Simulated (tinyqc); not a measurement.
Sweep of alpha: linear model of a band gap against the share of exact exchange.

E(alpha) = E0 + S alpha. A wider gap screens less, modelled in the Penn form eps(alpha) = 1 + (e0 - 1)(EP/(EP + S alpha))^2 with a scale EP chosen for the exercise. A dielectric-dependent hybrid takes alpha = 1/eps.

Inputs chosen for the exercise (of the order of those of Si; shifted at random, so the results belong to these values and not to a real crystal): E0 = 0.6 eV (gap of the semi-local functional); S = 4.59 eV (slope dE/d(alpha)); e0 = 12.75 (optical dielectric constant at alpha = 0); EP = 10 eV (energy scale of the screening); Et = 1.18 eV (target gap).

Also the exciton scale relative to alpha = 0, (m/m(0))(eps(0)/eps)^2, with a mass proportional to E + D, D = E0/2 + 0.3 eV, a k.p rule for direct gaps only.

Results:
```
alpha,E (eV),eps,alpha eps,exciton scale
0.00,0.600,12.750,0.000,1.00
0.05,0.830,12.229,0.611,1.29
0.10,1.059,11.741,1.174,1.63
0.15,1.288,11.285,1.693,2.01
0.20,1.518,10.857,2.171,2.43
0.25,1.748,10.455,2.614,2.91
0.35,2.207,9.722,3.403,4.02
0.50,2.895,8.773,4.386,6.15
```

What does the comparison show, and why?

alpha eps reaches 1 between alpha = 0.05 and 0.1 (fixed point 0.084), and the target gap is met between 0.1 and 0.15. At the fixed point the gap is 0.99 eV, -0.19 eV from the target. From 0 to 0.25 the gap grows by 1.15 eV while eps falls by 18 %; the exciton scale, which takes both, grows by a factor of 2.91 (formal for an indirect gap).

Run: tinyqc, `OMP_NUM_THREADS=1 python tinyqc.py 1850545 1850546 out.jsonl`; Intel(R) Xeon(R) Processor @ 2.30GHz, one thread, shared host; about 0.01 s of CPU time with all checks.
